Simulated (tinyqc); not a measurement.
Composition and strain of an epitaxial Si(1-x)Ge(x) layer from Raman and X-ray peaks: one step, computed by the program tinyqc.

A (001) layer, biaxially strained in the plane. The Raman peaks follow empirical lines omega = w0 + c1 x + c3 x^3 + b eps (c3 for Si-Ge alone), with eps the in-plane strain.

Problem. Raman peaks. Insert x and eps in the three lines; the strain part is b eps.

Inputs (values chosen for the exercise, modelled on silicon-germanium): Ge fraction x = 0.14; Si-Si: w0 = 520.6 1/cm; Si-Si: c1 = -65.3 1/cm; Si-Si: strain coefficient b = -711 1/cm; Si-Ge: w0 = 400.4 1/cm; Si-Ge: c1 = 24.5 1/cm; Si-Ge: c3 = -33 1/cm; Si-Ge: strain coefficient b = -605 1/cm; Ge-Ge: w0 = 280.6 1/cm; Ge-Ge: c1 = 19.8 1/cm; Ge-Ge: strain coefficient b = -440 1/cm.

Substrate: germanium.

in-plane strain eps = 36.37595 per mille

Give: Si-Si peak; Si-Ge peak; Ge-Ge peak; strain parts.

Solution.

Si-Si peak = 485.59 1/cm

Si-Ge peak = 381.73 1/cm

Ge-Ge peak = 267.37 1/cm

strain parts (1/cm): Si-Si -25.863, Si-Ge -22.007, Ge-Ge -16.005

Read as unstrained, the Si-Si peak would give x = 0.536 in place of 0.14. Caution: strains above 2 % survive only in layers a few nanometres thick, and the linear relations lose accuracy. Caution: near either end one of the like-atom peaks is weak, since its intensity follows the number of such bonds.
